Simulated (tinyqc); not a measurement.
Read current of a NAND string, cells in series solved by shooting: one step of the calculation.

Cells in series, numbered from 0 at the source line (0 V) to the bit line, each followed by a gap resistance Rg. A cell with gate Vg, threshold VT, source Vs and drain Vd passes I = 2 nf K Vt^2 [F(Vs) - F(Vd)]/(1 + th max(Vg - VT, 0)), F(V) = ln^2(1 + exp((Vg - VT - nf V)/(2 nf Vt))). The selected cell has Vg = Vr, the others Vg = Vp.

Problem. Node voltages for a trial current. For a trial current I start at 0 V and, cell by cell (the selected one is cell 3), solve for the drain: sqrt(F(Vd)) = sqrt(F(Vs) - I/k), k = 2 nf K Vt^2/(1 + th max(Vg - VT, 0)), Vd = [Vg - VT - 2 nf Vt ln(exp(sqrt F) - 1)]/nf, then add I Rg.

Inputs (values chosen for the exercise); values of the order met in vertical NAND strings: temperature T = 300 K; gain factor of a cell K = 6.3 uA/V^2; slope factor nf = 1.8; mobility reduction factor th = 0.04 1/V; resistance of the gap between cells Rg = 1.3 kohm; bit-line voltage Vbl = 0.4 V; pass voltage Vp = 7.7 V; read voltage on the selected word line Vr = 2.45 V.

Constants: q = 1.602176634e-19 C, kB = 1.380649e-23 J/K, Vt = kB T/q. Results are converted to the units shown.

first trial current = 0.59 uA
thresholds from the source end, cell 0 to 3 (V): 4.3  -0.9  4.3  1.5

Give: node voltage after each cell and gap, trial 1.

Solution.

node voltage after each cell and gap, trial 1, cell 0 to 3 (V): 0.032321  0.047846  0.081002  0.22603

tinyqc, about 0.9 s, one thread, Intel Xeon 2.30GHz (shared host): `OMP_NUM_THREADS=1 python tinyqc.py 2142181 2142182 out.jsonl`
